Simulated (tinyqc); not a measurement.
One-sided p+-n junction, ionisation integral and breakdown: one step of the calculation.

A p+ layer at x < 0 and an n drift layer from x = 0. Depletion approximation, built-in voltage neglected. Local ionisation coefficients alpha_n = an exp(-(bn/E)^mx), alpha_p = ap exp(-(bp/E)^mx). Electrons move towards +x, holes towards x = 0.

Task. Field and ionisation coefficients on a grid. W = sqrt(2 eps0 eps_r V/(q N)), peak field E0 = q N W/(eps0 eps_r), falling linearly to 0 at W. Grid: 11 equal steps from 0 to fr W.

Inputs (values chosen for the exercise); material values close to those of 4H silicon carbide:
```
symbol   value   unit                                           meaning
eps_r     9.69                                    relative permittivity
an       1.7e8   1/cm  prefactor of the electron ionisation coefficient
bn      3.53e7   V/cm                      field constant for electrons
ap      3.17e8   1/cm      prefactor of the hole ionisation coefficient
bp      2.53e7   V/cm                          field constant for holes
mx           1                                                 exponent
N       4.3e15  cm^-3                  donor density of the drift layer
V         3460      V                                   reverse voltage
fr         0.4         share of the depleted width that the grid covers
```

Constants: q = 1.602176634e-19 C, eps0 = 8.8541878128e-14 F/cm where lengths are in cm. Results are converted to the units shown.

Give: W; x; E; alpha_n; alpha_p.

Result.

W = 29.356 um

```
point  x (um)  E (kV/cm)  alpha_n (1/cm)  alpha_p (1/cm)
0       0.000     2357.3          53.317          6915.9
1       1.067     2271.5          30.300          4612.7
2       2.135     2185.8          16.473          2980.3
3       3.202     2100.1          8.5213          1858.2
4       4.270     2014.4          4.1675          1112.9
5       5.337     1928.7          1.9126          636.83
6       6.405     1842.9         0.81641          345.98
7       7.472     1757.2         0.32072          177.10
8       8.540     1671.5         0.11448          84.637
9       9.607     1585.8        0.036556          37.345
10     10.675     1500.1        0.010245          15.007
11     11.742     1414.4       0.0024612          5.3998
```

tinyqc, about 0.1 s, one thread, Intel Xeon 2.30GHz (shared host): `OMP_NUM_THREADS=1 python tinyqc.py 2120126 2120127 out.jsonl`
